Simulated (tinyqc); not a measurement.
# AlGaN/GaN HEMT with access regions, lumped model: what changes with what

A polarisation-induced electron sheet under a Schottky gate, in series with two ungated access regions and contacts. Drift law v = mu E/(1 + mu E/vs) under the gate. Currents in mA/mm, resistances in ohm mm. No self-heating, no channel-length modulation; fits for polarisation, barrier and offset are chosen for the exercise.

Values chosen for this exercise; values close to those of AlGaN/GaN structures:

| symbol | value | unit | meaning |
|---|---|---|---|
| x | 0.3 |  | aluminium share of the barrier |
| d | 25 | nm | barrier thickness |
| eps_r | 9.2 |  | relative permittivity of barrier and channel |
| mu | 1500 | cm^2/(V s) | channel mobility |
| vs | 1.1e7 | cm/s | saturation velocity |
| Lg | 1.5 | um | gate length |
| Ls | 2 | um | source access length |
| Ld | 2 | um | drain access length |
| Rc | 0.34 | ohm mm | resistance of each contact |
| ft | 0 |  | share of the drain-access electrons removed by traps |
| Vg | 1 | V | gate voltage |
| Ec | 2.7 | MV/cm | critical field |
| te | 0.45 | um | depth over which the depleted charge spreads |
| tf | 500 | nm | insulator under the field plate |
| ei | 7 |  | relative permittivity of that insulator |

Constants: q = 1.602176634e-19 C, eps0 = 8.8541878128e-14 F/cm where lengths are in cm. Results are converted to the units shown.

Each table varies one quantity; the others keep the values above.

## Effect of the gate voltage

sigma = (5e13 x + 1.6e13 x^2) cm^-2, phiB = 0.84 + 1.3 x, dEc = 0.7 (1.71 x + x^2) in volts, Cb = eps0 eps_r/d, VT = phiB - dEc - q sigma/Cb, access density n0 = -Cb VT/q. Access resistance R(L, n) = L/(q mu n sqrt(1 - (I/(q n vs))^2)); Rs = Rc + R(Ls, n0), Rd = Rc + R(Ld, (1 - ft) n0). Vg' = Vg - I Rs, Vd' = Vd - I (Rs + Rd); with u = Vg' - VT, Vc = vs Lg/mu and w the smaller of Vd' and Vc [sqrt(1 + 2 u/Vc) - 1] (0 if negative), the channel gives (mu Cb/Lg)(u w - w^2/2)/(1 + w/Vc). I equals that channel current. Isat is I at Vd = 10 V, gm = dIsat/dVg, Ron the limit of Vd/I at small Vd.

The same in every row: VT (V) = -7.276; n0 (cm^-2) = 1.480e13.

Effect of the gate voltage:
```
Vg (V)  Ron (ohm mm)  Isat (mA/mm)  gm (mS/mm)
-6.9           9.969         16.26       74.58
-5.7           3.752         159.1       147.0
-4.5           2.910         352.8       172.6
-3.3           2.577         568.7       185.9
-2.1           2.398         796.7       193.4
-0.9           2.286          1031       197.0
0.3            2.210          1268       197.1
1.5            2.155          1503       193.4
```

Read the table: what changes, and by how much?

As Vg goes from -6.9 to 1.5 V, Ron falls from 9.97 to 2.15 ohm mm, Isat rises from 16.3 to 1500 mA/mm and gm goes from 74.6 through a maximum of 197 (at Vg = 0.3 V among the rows listed) to 193 mS/mm. The ceiling Cb vs is 358 mS/mm. For Vg = -3.3 to 1.5 V the power passes 5 W/mm, where self-heating, left out here, lowers the current. At Vg = 1.5 V Vg comes within 0.2 V of phiB or passes it, so at low drain current, as for Ron, the Schottky gate would conduct.

## Effect of the gate length

Same model as above.

The same in every row: VT (V) = -7.276; n0 (cm^-2) = 1.480e13.

Result of one run:
```
Lg (um)  Ron (ohm mm)  Isat (mA/mm)  gm (mS/mm)
1.7             2.225          1369       193.4
```

What becomes of these results when the gate length Lg is changed from 1.7 to 0.16 um, all else the same?

Result of the changed run:
```
Lg (um)  Ron (ohm mm)  Isat (mA/mm)  gm (mS/mm)
0.16            1.844          1832       200.5
```

The whole series:
```
Lg (um)  Ron (ohm mm)  Isat (mA/mm)  gm (mS/mm)
0.05            1.817          1929       194.7
0.09            1.827          1887       197.6
0.16            1.844          1832       200.5
0.29            1.877          1756       202.7
0.52            1.933          1658       203.3
0.93            2.035          1532       200.8
1.7             2.225          1369       193.4
3               2.547          1186       180.7
```

As Lg goes from 0.05 to 3 um, Ron rises from 1.82 to 2.55 ohm mm, Isat falls from 1930 to 1190 mA/mm and gm goes from 195 through a maximum of 203 (at Lg = 0.52 um among the rows listed) to 181 mS/mm. The ceiling Cb vs is 358 mS/mm. In every row the power passes 5 W/mm, where self-heating, left out here, lowers the current.

## Field plate: effect of the aluminium share of the barrier

Off state: a depleted stretch that holds the voltage V has the peak field sqrt(k V), k = 2 q n0/(eps0 eps_r te), so one edge holds V1 = Ec^2/k. The sheet under the plate pinches off at Vf = q n0 (1/Cb + tf/(eps0 ei)); beyond it the gate edge is screened. BV = V1 if Vf >= V1, else Vf + V1, and at most Ec Ld.

The same in every row: Ec Ld (V) = 540.00.

Field plate: effect of the aluminium share of the barrier:
```
x     Vf (V)  V1 (V)  BV (V)
0.14  75.186  148.82  224.00
0.18  104.90  106.66  211.56
0.22  135.36  82.659  82.659
0.26  166.57  67.172  67.172
0.3   198.53  56.359  56.359
0.34  231.23  48.388  48.388
0.38  264.69  42.272  42.272
```

What does the comparison show?

BV falls from 224 to 42.3 V. The plate helps (Vf < V1) in 2 of the 7 rows, and the access length caps BV in 0. More sheet charge lowers Ron but steepens the field, so V1 falls.

Computed by the program tinyqc: `OMP_NUM_THREADS=1 python tinyqc.py 2570149 2570150 out.jsonl`, one thread of a shared Intel Xeon 2.30GHz, about 0.03 s for the whole run.
